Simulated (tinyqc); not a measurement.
# Tunnelling through a two-layer gate stack, WKB transmission and Tsu-Esaki current, step by step

Numbers from tinyqc (`OMP_NUM_THREADS=1 python tinyqc.py 2540002 2540003 out.jsonl`; about 0.04 s on one thread of a shared Intel Xeon 2.30GHz). Printed values are rounded.

Electrons leave the emitter at x = 0. Energies E (motion across the layers) are in eV from the emitter Fermi level; the collector Fermi level lies at -V and offers states at every E. No charge in the dielectric and no image force: F1 = V/(t1 + t2 eps1/eps2), F2 = F1 eps1/eps2; U = phi1 - F1 x in layer 1 and phi2 - F1 t1 - F2 (x - t1) in layer 2. With C = hbar^2/(2 m0), kappa = sqrt(m (U - E)/C) where U > E and 0 elsewhere; T(E) = exp(-S), S = 2 times the integral of kappa over x.

Inputs (values chosen for the exercise); layer 1 close to aluminium oxide, layer 2 close to hafnium oxide: temperature T = 350 K; Fermi energy of the emitter above its band bottom Ef = 0.27 eV; emitter mass in the supply function me = 0.67 m0; barrier of layer 1 above the emitter Fermi level at zero bias phi1 = 2.56 eV; tunnelling mass of layer 1 m1 = 0.41 m0; thickness of layer 1 t1 = 0.8 nm; relative permittivity of layer 1 eps1 = 8.78; barrier of layer 2 at zero bias phi2 = 1.45 eV; tunnelling mass of layer 2 m2 = 0.19 m0; thickness of layer 2 t2 = 2.2 nm; relative permittivity of layer 2 eps2 = 21.9; voltage across the dielectric V = 1.3 V; energy of the electron followed E = 0.14 eV; cells in each layer nc = 6; lower end of the energy grid Ea = -0.27 eV; upper end of the energy grid Eb = 0.38 eV; points of the energy grid nE = 11.

Constants: q = 1.602176634e-19 C, kB = 1.380649e-23 J/K, hbar = 1.054571817e-34 J s, m0 = 9.1093837015e-31 kg, Vt = kB T/q, hbar^2/(2 m0) = 0.0380998212 eV nm^2. Results are converted to the units shown.

## Fields and band edges

F1 = V/(t1 + t2 eps1/eps2), F2 = F1 eps1/eps2; U = phi1 - F1 x in layer 1 and phi2 - F1 t1 - F2 (x - t1) in layer 2. EOT = 3.9 (t1/eps1 + t2/eps2).

F1 = 7.728852 MV/cm
F2 = 3.098599 MV/cm
U at the end of layer 1 = 1.941692 eV
U at the start of layer 2 = 0.8316918 eV
U at the end of layer 2 = 0.15 eV
EOT = 0.7471339 nm

## WKB exponent by the midpoint rule

Cut each layer into nc equal cells, take U and kappa at the cell centres, and sum S = 2 sum kappa h.

```
cell,x (nm),U (eV),kappa (1/nm)
0,0.066667,2.508474,5.048528
1,0.200000,2.405423,4.937477
2,0.333333,2.302372,4.823870
3,0.466667,2.199320,4.707522
4,0.600000,2.096269,4.588225
5,0.733333,1.993218,4.465742
6,0.983333,0.774884,1.779355
7,1.350000,0.661269,1.612301
8,1.716667,0.547654,1.425808
9,2.083333,0.434038,1.210925
10,2.450000,0.320423,0.948552
11,2.816667,0.206808,0.577203
```

S = 13.15874
T(E) = 1.928561e-6

## WKB exponent in closed form

Each layer adds (2/F) sqrt(m/C) [G(u at its left edge) - G(u at its right edge)] to S, with u = U - E (0 where negative) and G(u) = (2/3) u^1.5. The slope follows from 1/d = -dS/dE.

S = 13.13710
T(E) = 1.970748e-6
energy d over which T(E) grows by a factor e = 0.080922 eV

The midpoint rule gives S = 13.159, so its T(E) is 2.1 % below this value. The band edge stays above E through the whole stack: direct tunnelling through a trapezoid.

## Current density on a coarse energy grid

J = J0 times the integral of T(E) N(E) dE, N = ln[(1 + exp(-E/Vt))/(1 + exp((-E - V)/Vt))], J0 = q^2 me m0 kB T/(2 pi^2 hbar^3) (times 1e-4 for A/cm^2 per eV), by Simpson's rule on nE equally spaced points from Ea to Eb.

```
point,E (eV),T(E),N,T(E) N
0,-0.2700000,4.935142e-8,8.952186,4.418031e-7
1,-0.2050000,8.088321e-8,6.798049,5.498480e-7
2,-0.1400000,1.356125e-7,4.651401,6.307880e-7
3,-0.0750000,2.336763e-7,2.566589,5.997511e-7
4,-0.0100000,4.166313e-7,0.8726048,3.635545e-7
5,0.0550000,7.773293e-7,0.1496682,1.163415e-7
6,0.1200000,1.554445e-6,0.01853722,2.881508e-8
7,0.1850000,3.601417e-6,0.002165942,7.800461e-9
8,0.2500000,8.461055e-6,2.512487e-4,2.125829e-9
9,0.3150000,1.913760e-5,2.912013e-5,5.572893e-10
10,0.3800000,4.157610e-5,3.374738e-6,1.403085e-10
```

J0 = 3.270225e8 A/(cm^2 eV)
J = 53.77675 A/cm^2

The integrand peaks at E = -0.140 eV among these points. A converged quadrature from -Ef to above the barrier gives 53.77 A/cm^2; this grid is 0.012 % above that.
